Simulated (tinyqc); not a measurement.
## Field from the transmission

Inverse problem. The left lead has its band edge at 0; for x > 0 the edge falls without end, U(x) = U0 - F x, with mass m1. No transverse momentum; C = hbar^2/(2 m0); psi and psi'/m are continuous at x = 0. The outgoing solution is Bi(z) + i Ai(z). Energy scale e = (C F^2/m1)^(1/3), z(x) = (U(x) - E)/e, s = (dz/dx)/m1 = -F/(e m1); v = k/m in a lead. With the Airy functions at z = z(0): g = s (Bi' + i Ai')/(Bi + i Ai), r = (i vL - g)/(i vL + g), T(E) = 1 - |r|^2 = 4 vL Im(g)/|i vL + g|^2, vL = sqrt(mL E/C)/mL. Find F, known to lie between 0.048 and 0.76 V/nm, and z(0).

Parameters, values chosen for the exercise: mass in the left lead mL = 0.04 m0; barrier edge at x = 0 U0 = 0.51 eV; mass in the barrier m1 = 0.076 m0; electron energy E = 0.184 eV.

Constants: q = 1.602176634e-19 C, hbar = 1.054571817e-34 J s, m0 = 9.1093837015e-31 kg, hbar^2/(2 m0) = 0.0380998212 eV nm^2. Results are converted to the units shown.

T(E) = 0.27552719

Answer. Over that range T(E) rises steadily with F, so there is one root, found by bisection.

F = 0.1900 V/nm
z(0) = 1.242

tinyqc, about 0.01 s, one thread, Intel Xeon 2.30GHz (shared host): `OMP_NUM_THREADS=1 python tinyqc.py 2580016 2580017 out.jsonl`
